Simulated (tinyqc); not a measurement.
# Ellipsometry and reflectance of a transparent film on an absorbing substrate: two studies

Air (index 1), film, substrate with N2 = n2 - i k2; time factor exp(+i w t). q_j = sqrt(N_j^2 - sin^2 th), root with positive real part. Fresnel coefficients r_s = (q_a - q_b)/(q_a + q_b), r_p = (N_b^2 q_a - N_a^2 q_b)/(N_b^2 q_a + N_a^2 q_b). tan(Psi) exp(i Delta) = R_p/R_s, Delta taken from 0 to 360 degrees.

Parameters, values chosen for the exercise; indices close to those of silicon dioxide on silicon:

| symbol | value | unit | meaning |
|---|---|---|---|
| lam | 632.8 | nm | wavelength |
| th | 70 | degrees | angle of incidence |
| n1 | 1.461 |  | index of the transparent film |
| d | 9.1 | nm | film thickness |
| n2 | 3.882 |  | index of the substrate |
| k2 | 0.019 |  | extinction coefficient of the substrate |

Each table varies one quantity; the others keep the values above.

## Psi and Delta against the film thickness

beta = 2 pi d q1/lam, X = exp(-2 i beta), R = (r01 + r12 X)/(1 + r01 r12 X) for p and s. The last column is the derivative of Delta.

Psi and Delta against the film thickness:
```
d (nm)  Psi (degrees)  Delta (degrees)   |R_p|^2  |R_s|^2  dDelta/dd (degrees/nm)
0              10.573           179.23  0.024204  0.69474                 -2.8757
0.5            10.577           177.79  0.024225  0.69473                 -2.8734
1              10.586           176.36  0.024267  0.69471                 -2.8689
1.5            10.600           174.92  0.024330  0.69467                 -2.8622
2              10.618           173.49  0.024414  0.69462                 -2.8534
2.5            10.641           172.07  0.024519  0.69456                 -2.8424
3              10.668           170.65  0.024644  0.69448                 -2.8293
3.5            10.700           169.24  0.024791  0.69440                 -2.8143
4              10.736           167.84  0.024958  0.69429                 -2.7973
```

Read the table: what changes, and by how much?

Delta falls from 179.23 to 167.84 degrees while Psi moves from 10.57 to 10.74: Delta changes 69.9 times as much as Psi. With the slope of the first row an error of 0.01 degree in Delta means 0.0035 nm.

## Effect of the angle of incidence

Same model as above.

dDelta/dd is the derivative of Delta; period lam/(2 q1).

Effect of the angle of incidence:
```
th (degrees)  Psi (degrees)  Delta (degrees)   |R_p|^2  |R_s|^2  dDelta/dd (degrees/nm)  period (nm)
50                    31.54            174.8    0.1892   0.5024                 -0.5587        254.3
55                    27.92            173.0    0.1519   0.5408                 -0.7482        261.5
60                    23.50            170.3    0.1106   0.5849                  -1.030        268.9
65                    18.04            165.6   0.06740   0.6353                  -1.510        276.1
70                    11.34            154.2   0.02784   0.6925                  -2.537        282.8
75                    5.222            98.41  0.006323   0.7571                  -1.879        288.7
80                    12.55            22.94   0.04111   0.8297                   1.957        293.2
85                    27.36            7.428    0.2439   0.9105                  0.7307        296.1
```

Psi goes from 31.5 through a minimum of 5.22 (at th = 75 among the rows listed) to 27.4 degrees and |R_p|^2 goes from 0.189 through a minimum of 0.00632 (at th = 75 among the rows listed) to 0.244. The slope of Delta is largest in size, 2.54 degrees/nm, at th = 70 among the rows. The bare substrate has its smallest |R_p| near arctan(n2) = 75.6 degrees.

Program tinyqc, `OMP_NUM_THREADS=1 python tinyqc.py 2870171 2870172 out.jsonl`; Intel Xeon 2.30GHz, shared host, one thread, about 0.01 s.
